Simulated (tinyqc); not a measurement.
# From effective lifetime at dn back to surface velocity S

Model: carrier lifetime from Shockley-Read-Hall, radiative, Auger and surface recombination. Computed by tinyqc, a small Python program. Command: `OMP_NUM_THREADS=1 python tinyqc.py 3019852 3019853 out.jsonl lifetime inv`. One thread of a shared host (Intel(R) Xeon(R) Processor @ 2.30GHz), about 0.02 s of CPU time with the checks.

Energies are counted from the top of the valence band. Boltzmann statistics, full ionisation, and equal excess densities of electrons and holes.

Inputs (values chosen for the exercise, with bands modelled on CdTe):

| quantity | value | unit |
|---|---|---|
| gap E_g | 1.51 | eV |
| electron mass m_e | 0.0937 | m_0 |
| valleys M_c | 1 | - |
| hole mass m_h | 0.642 | m_0 |
| temperature T | 300 | K |
| doping N | 1.1e+14 | cm^-3 |
| trap level E_t | 0.825 | eV |
| trap density N_t | 2.4e+11 | cm^-3 |
| electron cross-section sigma_n | 5.8e-17 | cm^2 |
| hole cross-section sigma_p | 2.3e-16 | cm^2 |
| radiative coefficient B | 2.4e-11 | cm^3/s |
| Auger coefficient C_n | 2.8e-31 | cm^6/s |
| Auger coefficient C_p | 2.5e-30 | cm^6/s |
| excess density dn | 2.1e+16 | cm^-3 |
| diffusion coefficient D | 27 | cm^2/s |
| thickness W | 6.9 | micrometre |

Doping: n-type. Surface term: two equal surfaces.

Constants: m_0 = 9.1093837015e-31 kg; k_B = 1.380649e-23 J/K; h = 6.62607015e-34 J s; k_B = 8.617333262e-05 eV/K.

Method:
- N_c = 2 M_c (2 pi m_e k_B T/h^2)^(3/2) and N_v = 2 (2 pi m_h k_B T/h^2)^(3/2), masses in units of m_0.
- n_i = sqrt(N_c N_v) exp(-E_g/2 k_B T); majority density N/2 + sqrt(N^2/4 + n_i^2), minority density n_i^2 over it.
- v = sqrt(3 k_B T/m) with m_e or m_h; tau_n0 = 1/(sigma_n v_n N_t), tau_p0 = 1/(sigma_p v_p N_t); n1 = N_c exp(-(E_g - E_t)/k_B T), p1 = N_v exp(-E_t/k_B T).
- The slowest diffusion mode has x tan x = S W/(2 D) with 0 < x < pi/2 (bisection), and tau_s = W^2/(4 x^2 D). The common approximation is W/(2 S) + W^2/(pi^2 D).
- With n = n_0 + dn, p = p_0 + dn and U/dn = 1/tau: (n p - n_i^2)/dn = n_0 + p_0 + dn = s; 1/tau_SRH = s/[tau_p0 (n + n1) + tau_n0 (p + p1)]; 1/tau_rad = B s; 1/tau_Aug = (C_n n + C_p p) s; the rates add, with 1/tau_s.
- Radiative efficiency = tau_eff/tau_rad; effective diffusion length = sqrt(D tau_eff).

Question. A run gave the result below. Find the surface velocity S, known to lie between 230 and 470 cm/s.

effective lifetime at dn = 6.536606e-07 s

Answer.

Each step takes the trial c = (a f_b - b f_a)/(f_b - f_a), f being the result less the target and a, b, c the logarithms of the listed values; c replaces end b, the old b replaces a if the sign of f changed, and otherwise f_a is halved.

Scan of the range:

| surface velocity S (cm/s) | effective lifetime at dn (s) |
|---|---|
| 230 | 8.51638e-07 |
| 259 | 7.94855e-07 |
| 292 | 7.38815e-07 |
| 329 | 6.84705e-07 |
| 370 | 6.33324e-07 |
| 417 | 5.83177e-07 |
| 470 | 5.35392e-07 |

False position (Illinois rule, in the logarithm of the input) inside the bracket:

| step | end a | end b | trial | effective lifetime at dn (s) |
|---|---|---|---|---|
| 1 | 329.000 | 370.000 | 353.195 | 6.53421e-07 |
| 2 | 329.000 | 353.195 | 352.813 | 6.53892e-07 |
| 3 | 353.195 | 352.813 | 353.000 | 6.53661e-07 |
| 4 | 352.813 | 353.000 | 353.000 | 6.53661e-07 |

Effective lifetime at dn falls at every point of a 13-point scan of the range (every second point is shown), so one value fits; it is bracketed by 329 and 370. Answer: surface velocity S = 353.0 cm/s.

Caution: beyond low injection D should be the ambipolar coefficient.
